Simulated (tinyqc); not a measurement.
Inside a calculation. Method: sp3 tight binding, zinc-blende lattice. Computed by tinyqc, a small Python program that keeps every step. Command: `OMP_NUM_THREADS=1 python tinyqc.py 22322 22323 out.jsonl` (the two numbers bound the seeds that draw the settings). One thread of a shared host (Intel(R) Xeon(R) Processor @ 2.60GHz), about 0.01 s of CPU time with the checks.

## Bloch Hamiltonian at k

Parameters chosen for this model: zinc-blende lattice, anion at 0, cation at a/4 (1,1,1); V = eta hbar^2 / (m d^2), hbar^2/m = 7.619964 eV angstrom^2:
```
parameter          value      unit
a               5.600000  angstrom
d               2.424871  angstrom
Es anion      -12.290000        eV
Ep anion       -6.360000        eV
Es cation     -12.290000        eV
Ep cation      -6.360000        eV
eta ss         -1.250000
eta sp          1.840000
eta pp sigma    3.100000
eta pp pi      -0.850000
V ss           -1.619890        eV
V sp            2.384479        eV
V pp sigma      4.017328        eV
V pp pi        -1.101525        eV
```

k point k (2 pi / a): [0.0000, 0.7100, -0.5500]

Slater-Koster rules over the four bonds with direction cosines (l, m, n): ss V_ss; s-px l V_sp; px-s -l V_sp; px-px l^2 V_pps + (1 - l^2) V_ppp; px-py l m (V_pps - V_ppp); each times exp(i k.d).

H(k) at k (eV), order a s, a px, a py, a pz, c s, c px, c py, c pz:
$$\begin{pmatrix}
-12.2900 & 0.0000 & 0.0000 & 0.0000 & -1.8513 & 3.7603 & 0.0000+3.2116i & 0.0000-1.8422i \\
0.0000 & -6.3600 & 0.0000 & 0.0000 & -3.7603 & 0.6912 & 0.0000-2.2832i & 0.0000+3.9806i \\
0.0000 & 0.0000 & -6.3600 & 0.0000 & 0.0000-3.2116i & 0.0000-2.2832i & 0.6912 & 4.6607 \\
0.0000 & 0.0000 & 0.0000 & -6.3600 & 0.0000+1.8422i & 0.0000+3.9806i & 4.6607 & 0.6912 \\
-1.8513 & -3.7603 & 0.0000+3.2116i & 0.0000-1.8422i & -12.2900 & 0.0000 & 0.0000 & 0.0000 \\
3.7603 & 0.6912 & 0.0000+2.2832i & 0.0000-3.9806i & 0.0000 & -6.3600 & 0.0000 & 0.0000 \\
0.0000-3.2116i & 0.0000+2.2832i & 0.6912 & 4.6607 & 0.0000 & 0.0000 & -6.3600 & 0.0000 \\
0.0000+1.8422i & 0.0000-3.9806i & 4.6607 & 0.6912 & 0.0000 & 0.0000 & 0.0000 & -6.3600
\end{pmatrix}$$

## Levels at k

Diagonalise the Hermitian matrix.

eigenvalues (eV): [-16.5265, -14.8212, -13.3233, -12.0025, -4.1765, -2.0458, -0.6345, 0.7903]

weights |c|^2 of the basis functions, order a s, a px, a py, a pz, c s, c px, c py, c pz:
$$\begin{pmatrix}
0.4055 & 0.2934 & 0.0160 & 0.0033 & 0.1998 & 0.0751 & 0.0034 & 0.0035 \\
0.0172 & 0.1260 & 0.2075 & 0.0148 & 0.2161 & 0.2137 & 0.0616 & 0.1431 \\
0.0523 & 0.0493 & 0.1098 & 0.2169 & 0.0760 & 0.2076 & 0.1303 & 0.1579 \\
0.0250 & 0.0314 & 0.1667 & 0.2651 & 0.0081 & 0.0037 & 0.3046 & 0.1955 \\
0.4055 & 0.2934 & 0.0160 & 0.0033 & 0.1998 & 0.0751 & 0.0034 & 0.0035 \\
0.0172 & 0.1260 & 0.2075 & 0.0148 & 0.2161 & 0.2137 & 0.0616 & 0.1431 \\
0.0523 & 0.0493 & 0.1098 & 0.2169 & 0.0760 & 0.2076 & 0.1303 & 0.1579 \\
0.0250 & 0.0314 & 0.1667 & 0.2651 & 0.0081 & 0.0037 & 0.3046 & 0.1955
\end{pmatrix}$$

## Bloch Hamiltonian at L

k point L (2 pi / a): [0.5000, 0.5000, 0.5000]

As before.

H(k) at L (eV), order a s, a px, a py, a pz, c s, c px, c py, c pz:
$$\begin{pmatrix}
-12.2900 & 0.0000 & 0.0000 & 0.0000 & -2.2909+2.2909i & -1.9469+1.9469i & -1.9469+1.9469i & -1.9469+1.9469i \\
0.0000 & -6.3600 & 0.0000 & 0.0000 & 1.9469-1.9469i & 0.8553-0.8553i & -2.4131+2.4131i & -2.4131+2.4131i \\
0.0000 & 0.0000 & -6.3600 & 0.0000 & 1.9469-1.9469i & -2.4131+2.4131i & 0.8553-0.8553i & -2.4131+2.4131i \\
0.0000 & 0.0000 & 0.0000 & -6.3600 & 1.9469-1.9469i & -2.4131+2.4131i & -2.4131+2.4131i & 0.8553-0.8553i \\
-2.2909-2.2909i & 1.9469+1.9469i & 1.9469+1.9469i & 1.9469+1.9469i & -12.2900 & 0.0000 & 0.0000 & 0.0000 \\
-1.9469-1.9469i & 0.8553+0.8553i & -2.4131-2.4131i & -2.4131-2.4131i & 0.0000 & -6.3600 & 0.0000 & 0.0000 \\
-1.9469-1.9469i & -2.4131-2.4131i & 0.8553+0.8553i & -2.4131-2.4131i & 0.0000 & 0.0000 & -6.3600 & 0.0000 \\
-1.9469-1.9469i & -2.4131-2.4131i & -2.4131-2.4131i & 0.8553+0.8553i & 0.0000 & 0.0000 & 0.0000 & -6.3600
\end{pmatrix}$$

## Levels at L

As before.

eigenvalues (eV): [-16.9345, -15.5012, -10.9821, -10.9821, -5.5247, -1.7379, -1.7379, 0.6604]

## Bands along a path

The same steps at evenly spaced points between the labelled ones.

Bands along the path (eV):
```
k           band 1    band 2    band 3    band 4   band 5   band 6   band 7   band 8
L         -16.9345  -15.5012  -10.9821  -10.9821  -5.5247  -1.7379  -1.7379   0.6604
L-G 0.33  -17.7907  -13.8450  -10.5416  -10.5416  -5.4727  -2.1784  -2.1784  -0.1915
L-G 0.67  -18.5240  -10.9596   -9.4793   -9.4793  -5.4414  -3.2407  -3.2407  -2.3750
G         -18.7696   -8.7790   -8.7790   -8.7790  -5.8104  -3.9410  -3.9410  -3.9410
G-X 0.33  -18.4364  -10.4598  -10.3643  -10.3643  -4.6737  -3.7301  -2.3557  -2.3557
G-X 0.67  -17.3882  -13.1360  -12.3932  -12.3932  -3.4838  -3.2921  -0.3268  -0.3268
X         -15.5792  -15.5792  -13.1851  -13.1851  -3.0708  -3.0708   0.4651   0.4651
X-W 0.33  -15.5792  -15.5792  -13.1851  -13.1851  -3.0708  -3.0708   0.4651   0.4651
X-W 0.67  -15.5792  -15.5792  -13.1851  -13.1851  -3.0708  -3.0708   0.4651   0.4651
W         -15.5792  -15.5792  -13.1851  -13.1851  -3.0708  -3.0708   0.4651   0.4651
```

With 4 band(s) filled, the highest filled level on these points lies at G and the lowest empty one at G: a gap of 2.9686 eV, direct.
